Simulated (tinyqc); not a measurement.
Planar ballistic transistor, top-of-the-barrier model: one step of the calculation.

At the top of the source barrier, states moving towards the drain are filled by the source (Fermi level 0) and states moving back by the drain (Fermi level -q Vd); nothing scatters. U is the shift of the band edge there, set by the capacitances CG, CD and CS (the total) and by the charge. Parabolic two-dimensional band; the source is grounded.

Task. Self-consistent potential at the barrier top. eta1 = -(E0 + U)/Vt, eta2 = eta1 - Vd/Vt, n = (N0/2)[F_0(eta1) + F_0(eta2)], F_0(x) = ln(1 + exp x). U(out) = UL + q (n - n0)/CS. U(new) = U + 0.2 (U(out) - U).

Parameters, values chosen for the exercise; mass and valleys close to those of silicon (two valleys):
- T = 77 K (temperature)
- E0 = 0.38 eV (band edge at the barrier top above the source Fermi level at zero bias)
- Vd = 0.5 V (drain voltage)

Constants: q = 1.602176634e-19 C, kB = 1.380649e-23 J/K, Vt = kB T/q. Results are converted to the units shown.

U after iteration 1 = -0.40114697 eV
N0 = 1.0366506e12 cm^-2
CS = 8.5024938 uF/cm^2
n0 = 1.3931562e-13 cm^-2
UL = -0.41 eV

Wanted: eta1; eta2; n; U(out); U after iteration 2.

Result.

eta1 = 3.187
eta2 = -72.17
n = 1.673e12 cm^-2
U(out) = -0.3785 eV
U after iteration 2 = -0.3966 eV

Program tinyqc, `OMP_NUM_THREADS=1 python tinyqc.py 2400055 2400056 out.jsonl`; Intel Xeon 2.30GHz, shared host, one thread, about 0.01 s.
